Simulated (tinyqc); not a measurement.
# Resistance of a source-drain extension with a graded tip: two studies

y runs along the channel, the gate covers y > 0. The doping is N0 for y < y0 and N0 10^(-(y - y0)/la) beyond, uniform over the depth xj. Sheet conductance s(y) = q mu(N) max(N - Nch, 0) xj + (for y > 0) ma Cox Vo, with mu(N) = u0 + (u1 - u0)/(1 + (N/Nr)^au) and Cox = eps0 eox/tox. Current is taken as one-dimensional; depletion of the tip, spreading and the contact are left out. The metallurgical junction lies at yj, where N = Nch.

Inputs (values chosen for the exercise); mobility law close to that of electrons in silicon:

| symbol | value | unit | meaning |
|---|---|---|---|
| eox | 7.67 |  | relative permittivity of the gate insulator (close to silicon nitride) |
| tox | 2.2 | nm | insulator thickness |
| N0 | 5.6e19 | cm^-3 | active doping of the extension far from the gate |
| la | 4.1 | nm/decade | lateral abruptness |
| y0 | 1.6 | nm | position under the gate where the fall begins (gate edge at 0) |
| xj | 19 | nm | depth of the extension |
| Nch | 2e18 | cm^-3 | channel doping |
| Ls | 12 | nm | spacer length |
| Vo | 0.49 | V | gate overdrive |
| ma | 140 | cm^2/(V s) | mobility of the gate-induced layer |
| u1 | 1414 | cm^2/(V s) | mobility at low doping |
| u0 | 68.5 | cm^2/(V s) | mobility at high doping |
| Nr | 9.2e16 | cm^-3 | reference doping |
| au | 0.711 |  | exponent |
| Lg | 45 | nm | gate length |

Constants: q = 1.602176634e-19 C, eps0 = 8.8541878128e-14 F/cm where lengths are in cm. Results are converted to the units shown.

Each table varies one quantity; the others keep the values above.

## Abruptness at a fixed junction position

R_spacer = integral of dy/s from -Ls to 0, R_ov from 0 to yj, R_channel = (Lg - 2 yj)/(ma Cox Vo), R_total = 2 R_spacer + 2 R_ov + R_channel. Electrical length L_eff = ma Cox dR_total/d(1/Vo); R_series = R_total - L_eff/(ma Cox Vo). y0 is moved with la so that yj stays at 7.5333 nm.

The same in every row: yj (nm) = 7.533; R_channel (ohm um) = 141.4.

Abruptness at a fixed junction position:

| la (nm/decade) | R_spacer (ohm um) | R_ov (ohm um) | R_total (ohm um) | L_eff (nm) | R_series (ohm um) |
|---|---|---|---|---|---|
| 1 | 8.854 | 7.041 | 173.1 | 30.94 | 27.03 |
| 2.3 | 8.854 | 9.944 | 178.9 | 31.89 | 28.34 |
| 3.6 | 8.854 | 12.85 | 184.8 | 32.85 | 29.64 |
| 4.9 | 8.854 | 15.75 | 190.6 | 33.80 | 30.95 |
| 6.1 | 9.102 | 18.25 | 196.1 | 34.66 | 32.41 |
| 7.4 | 10.31 | 20.36 | 202.7 | 35.48 | 35.13 |
| 8.7 | 12.40 | 22.00 | 210.2 | 36.20 | 39.21 |
| 10 | 15.27 | 23.31 | 218.5 | 36.83 | 44.61 |

Read the table: what changes, and by how much?

As la goes from 1 to 10 nm/decade, R_total rises from 173 to 219 ohm um, R_spacer rises from 8.85 to 15.3 ohm um and R_ov rises from 7.04 to 23.3 ohm um. R_total changes on average by 5.04 ohm um for each nm/decade. L_eff exceeds the metallurgical length by 1.01 nm in the first row and 6.89 nm in the last, since the gate also controls the lightly doped tips.

## Effect of the depth of the extension

Same model as above.

The same in every row: yj (nm) = 7.533; R_channel (ohm um) = 141.4.

Result of one run:

| xj (nm) | R_spacer (ohm um) | R_ov (ohm um) | R_total (ohm um) | L_eff (nm) | R_series (ohm um) |
|---|---|---|---|---|---|
| 21 | 8.010 | 13.35 | 184.1 | 33.00 | 28.21 |

What becomes of these results when the depth of the extension xj is changed from 21 to 15 nm, all else the same?

Result of the changed run:

| xj (nm) | R_spacer (ohm um) | R_ov (ohm um) | R_total (ohm um) | L_eff (nm) | R_series (ohm um) |
|---|---|---|---|---|---|
| 15 | 11.21 | 15.47 | 194.7 | 33.74 | 35.37 |

The whole series:

| xj (nm) | R_spacer (ohm um) | R_ov (ohm um) | R_total (ohm um) | L_eff (nm) | R_series (ohm um) |
|---|---|---|---|---|---|
| 4 | 42.05 | 24.25 | 274.0 | 37.52 | 96.75 |
| 5.6 | 30.04 | 22.06 | 245.6 | 36.46 | 73.38 |
| 7.7 | 21.85 | 19.92 | 224.9 | 35.50 | 57.23 |
| 11 | 15.29 | 17.51 | 207.0 | 34.51 | 43.97 |
| 15 | 11.21 | 15.47 | 194.7 | 33.74 | 35.37 |
| 21 | 8.010 | 13.35 | 184.1 | 33.00 | 28.21 |
| 29 | 5.801 | 11.45 | 175.9 | 32.40 | 22.88 |
| 40 | 4.205 | 9.721 | 169.2 | 31.88 | 18.65 |

As xj goes from 4 to 40, R_total falls from 274 to 169 ohm um, L_eff falls from 37.5 to 31.9 nm and R_series falls from 96.8 to 18.7 ohm um.

Program tinyqc, `OMP_NUM_THREADS=1 python tinyqc.py 2282062 2282063 out.jsonl`; Intel Xeon 2.30GHz, shared host, one thread, about 0.03 s.
